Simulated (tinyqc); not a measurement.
Worked calculation: Hueckel theory of the pi electrons, for the molecule O=C1C=CC(=O)C(F)=C1 (SMILES; centres numbered as the heavy atoms are written). Computed by tinyqc, a small Python program that keeps every step. Settings: charge = 0. Command: `OMP_NUM_THREADS=1 python tinyqc.py 22395 22396 out.jsonl` (the two numbers bound the seeds that draw the settings). One thread of a shared host (Intel(R) Xeon(R) Processor @ 2.60GHz), about 0.01 s of CPU time with the checks.

## The Hueckel matrix

Centres:
```
centre  z_r, pi electrons of the neutral centre         h
1O                                            1  1.000000
2C                                            1  0.000000
3C                                            1  0.000000
4C                                            1  0.000000
5C                                            1  0.000000
6O                                            1  1.000000
7C                                            1  0.000000
8F                                            2  3.020000
9C                                            1  0.000000
```

Bonds:
```
i  j         k
1  2  0.940000
2  3         1
3  4         1
4  5         1
5  6  0.940000
5  7         1
7  8  0.780000
7  9         1
9  2         1
```

H_rr = alpha + h_r beta, H_rs = k_rs beta for bonded centres.

Hueckel matrix in units of beta (H = alpha + beta A), lower triangle:
```
          1O        2C        3C        4C        5C        6O        7C        8F
1O  1.000000
2C  0.940000  0.000000
3C  0.000000  1.000000  0.000000
4C  0.000000  0.000000  1.000000  0.000000
5C  0.000000  0.000000  0.000000  1.000000  0.000000
6O  0.000000  0.000000  0.000000  0.000000  0.940000  1.000000
7C  0.000000  0.000000  0.000000  0.000000  1.000000  0.000000  0.000000
8F  0.000000  0.000000  0.000000  0.000000  0.000000  0.000000  0.780000  3.020000
9C  0.000000  1.000000  0.000000  0.000000  0.000000  0.000000  1.000000  0.000000

          9C
9C  0.000000
```

## Orbitals

pi electrons, sum of z_r less the charge = 10

Diagonalise; E = alpha + x beta with beta < 0, so the largest x are filled first; degenerate levels share their electrons. P = sum n_i c_ri c_si; each orbital has its largest coefficient positive (the first on a tie).

x values: 3.262660  2.209525  1.796963  1.000000  0.911439  0.276447  -1.036676  -1.280347  -2.120011

occupations: 2.000000  2.000000  2.000000  2.000000  2.000000  0.000000  0.000000  0.000000  0.000000

coefficients:
```
         MO1        MO2        MO3        MO4        MO5        MO6        MO7        MO8
1O  0.018975   0.348856  -0.485108   0.515218  -0.313598  -0.454893   0.013254  -0.236529
2C  0.045673   0.448883  -0.411291   0.000000   0.029545   0.350148  -0.028716   0.573795
3C  0.027603   0.354617  -0.126948  -0.484305  -0.286100   0.296677  -0.478358  -0.287850
4C  0.044386   0.334652   0.183170  -0.484305  -0.290308  -0.268133   0.524619  -0.205247
5C  0.117212   0.384805   0.456098   0.000000   0.021502  -0.370801  -0.065502   0.550637
6O  0.048695   0.299057   0.537957   0.515218  -0.228225   0.481725   0.030231  -0.226983
7C  0.292265   0.234472   0.130741   0.000000   0.524437  -0.287196  -0.485133  -0.286396
8F  0.939449  -0.225655  -0.083381   0.000000  -0.194000   0.081651   0.093279   0.051947
9C  0.103577   0.309276  -0.156124   0.000000   0.607810   0.227720   0.495670  -0.224469

          MO9
1O   0.125572
2C  -0.416794
3C   0.375851
4C  -0.380014
5C   0.429783
6O  -0.129485
7C  -0.409414
8F   0.062129
9C   0.389719
```

charge and bond-order matrix P, lower triangle:
```
           1O         2C         3C         4C         5C         6O        7C         8F
1O   1.442366
2C   0.695434   0.747229
3C   0.052030   0.408403   0.918069
4C  -0.259505   0.136667   0.828506   0.932685
5C  -0.183068  -0.017735   0.151283   0.422559   0.740602
6O   0.362609  -0.183068  -0.290250   0.035025   0.722480   1.397480
7C  -0.281087   0.160642  -0.150847  -0.073723   0.390780   0.069991  0.865045
8F   0.080782  -0.059646   0.023997   0.014458  -0.037839  -0.044635  0.218032   1.956147
9C  -0.010025   0.451460  -0.083082  -0.193904   0.146026  -0.250342  0.802269  -0.154763

          9C
9C  1.000376
```

## Energy, charges, bond orders

E = sum n x; q_r = z_r - P_rr; bond order p = P_rs; free valence = sqrt(3) - sum of p over the bonds of the atom.

pi energy = 10 alpha + this times beta = 18.361174

pi charges: 1O -0.442366, 2C 0.252771, 3C 0.081931, 4C 0.067315, 5C 0.259398, 6O -0.397480, 7C 0.134955, 8F 0.043853, 9C -0.000376

Bond orders and lengths from R = 1.517 - 0.180 p (angstrom, C-C alone):
```
bond         p         R
1-2   0.695434         -
2-3   0.408403  1.443487
3-4   0.828506  1.367869
4-5   0.422559  1.440939
5-6   0.722480         -
5-7   0.390780  1.446660
7-8   0.218032         -
7-9   0.802269  1.372592
9-2   0.451460  1.435737
```

free valence of the carbons: 2C 0.176754, 3C 0.495142, 4C 0.480985, 5C 0.196232, 7C 0.320969, 9C 0.478322

gap between the highest filled and the next level = 0.634992 |beta|
